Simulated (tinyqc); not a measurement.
# One level coupled to a phonon between two leads, self-consistent Born approximation: effect of the level position

Wide-band leads with mu_L = +V/2 and mu_R = -V/2; phonons in equilibrium, Nq = 1/(exp(w0/kB T) - 1). Scattering links only energies that differ by w0, so a ladder E_k = E1 + k w0 closes on itself; terms that reach past its ends are dropped. Gn and Gp are the electron and hole parts of the spectral function A = Gn + Gp.

|G|^2 = 1/[(E - ed)^2 + (GL + GR + Sin + Sout)^2/4], Gn = |G|^2 (GL fL + GR fR + Sin), Gp = |G|^2 (GL (1 - fL) + GR (1 - fR) + Sout), f = 1/(1 + exp((E - mu)/kB T)). Sin(E) = M^2 [(Nq + 1) Gn(E + w0) + Nq Gn(E - w0)], Sout(E) = M^2 [(Nq + 1) Gp(E - w0) + Nq Gp(E + w0)]. Spectral currents into the level: iL = GL [fL Gp - (1 - fL) Gn], iR = GR [fR Gp - (1 - fR) Gn]. Here E - ed is replaced by E - ed - R(E), with the real part R(E) = (1/2 pi) P int [Sin + Sout](y) dy/(E - y). The total for one spin is I = (q/h) times the integral of iL over all E (all ladders, each long enough that its ends do not matter); the power given to phonons is (1/h) times the integral of E (iL + iR).

Parameters, values chosen for the exercise:
- T = 150 K (temperature of leads and phonons)
- w0 = 80 meV (phonon energy)
- GL = 8.3 meV (coupling to the left lead)
- GR = 58 meV (coupling to the right lead)
- M = 14 meV (electron-phonon matrix element)
- V = 303 mV (bias)

Constants: q = 1.602176634e-19 C, kB = 1.380649e-23 J/K, h = 6.62607015e-34 J s, Vt = kB T/q. Results are converted to the units shown.

Result of one run:

| I (uA) | I without phonons (uA) | ratio of the two | power to phonons (nW) | share of I V (%) |
|---|---|---|---|---|
| 1.488 | 1.495 | 0.9953 | 4.442 | 0.9851 |

Which level ed gave this result: 0, 44, 132, 176 or 264 meV?

ed = 44 meV.

The whole series:

| ed (meV) | I (uA) | I without phonons (uA) | ratio of the two | power to phonons (nW) | share of I V (%) |
|---|---|---|---|---|---|
| 0 | 1.516 | 1.519 | 0.9980 | 4.725 | 1.029 |
| 44 | 1.488 | 1.495 | 0.9953 | 4.442 | 0.9851 |
| 88 | 1.378 | 1.390 | 0.9912 | 3.308 | 0.7924 |
| 132 | 1.064 | 1.063 | 1.001 | 1.730 | 0.5364 |
| 176 | 0.5394 | 0.5267 | 1.024 | 0.5119 | 0.3132 |
| 220 | 0.2331 | 0.2282 | 1.022 | 0.1096 | 0.1552 |
| 264 | 0.1250 | 0.1235 | 1.013 | 0.03180 | 0.08394 |
| 308 | 0.08013 | 0.07951 | 1.008 | 0.01308 | 0.05388 |
| 352 | 0.05670 | 0.05639 | 1.005 | 0.006559 | 0.03818 |

I falls from 1.52 to 0.0567 uA as the level leaves the window |E| < 151.5 meV; the ratio to the current without phonons moves up and down between 0.991 and 1.02. The power to phonons falls from 4.72 to 0.00656 nW.

Range of the model: The self-consistent Born approximation keeps only non-crossing phonon lines and no Hartree shift; it is rough once the coupling nears the phonon energy.

Numbers from tinyqc (`OMP_NUM_THREADS=1 python tinyqc.py 2720003 2720004 out.jsonl`; about 0.04 s on one thread of a shared Intel Xeon 2.30GHz).
